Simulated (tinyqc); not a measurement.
The same stress in different states: Raman shift of the zone-centre optical phonon of a diamond-structure crystal under stress. Computed by tinyqc, a small Python program. Command: `OMP_NUM_THREADS=1 python tinyqc.py 3022979 3022980 out.jsonl ramanstress walk`. One thread of a shared host (Intel(R) Xeon(R) Processor @ 2.30GHz), about 0.01 s of CPU time with the checks.

Axes x, y, z are the cube axes. Strain shifts the threefold optical mode and can split it; p, q and r are the phonon deformation potentials.

Inputs (values chosen for the exercise, modelled on germanium):
```
quantity,value,unit
unstrained frequency omega_0,300.1,1/cm
p/omega_0^2,-1.46,-
q/omega_0^2,-1.9,-
r/omega_0^2,-1.07,-
C11,130.4,GPa
C12,48.34,GPa
C44,67.19,GPa
stress sigma (tension positive),-0.22,GPa
```

Stress state: hydrostatic. Axis: none.

Method:
- S11 = (C11 + C12)/D, S12 = -C12/D, D = (C11 - C12)(C11 + 2 C12), S44 = 1/C44.
- eps_xx = S11 sigma_xx + S12 (sigma_yy + sigma_zz), and cyclic; eps_xy = S44 sigma_xy/2 (tensor strain).
- Secular matrix: M_xx = p eps_xx + q (eps_yy + eps_zz), M_xy = 2 r eps_xy; its eigenvalues are omega^2 - omega_0^2, and the shifts are these over 2 omega_0.
- Uniaxial: sigma n n^T; biaxial: sigma (1 - n n^T); hydrostatic: sigma 1. The line seen from (001) is taken as unresolved, at the intensity-weighted shift M_zz/(2 omega_0).

S44 = 14.8832 1/TPa

S11 = 9.59205 1/TPa

S12 = -2.59416 1/TPa

Shifts (1/cm):
```
state,lowest,middle,highest,line seen from (001)
uniaxial [100],0.13688,0.31389,0.31389,0.31389
uniaxial [110],-0.03747,0.31389,0.48823,0.31389
uniaxial [001],0.13688,0.31389,0.31389,0.13688
uniaxial [111],0.07965,0.07965,0.60535,0.25489
"biaxial, normal [001]",0.45077,0.45077,0.62777,0.62777
"biaxial, normal [111]",0.15930,0.68500,0.68500,0.50977
hydrostatic,0.76466,0.76466,0.76466,0.76466
```

What does the comparison show, and why?

Seen from (001), uniaxial stress along [100] and along [110] give the same shift (0.314), and equal biaxial stress in the plane gives twice as much (0.628), since only sigma_xx + sigma_yy and sigma_zz enter M_zz. Stress along [001] gives 0.137. One measured shift therefore fixes the stress only once its state is assumed: read as uniaxial in the plane, a shift implies twice the stress that it does read as biaxial.

Extremes, crossings and ranges named in words are read from the listed rows.
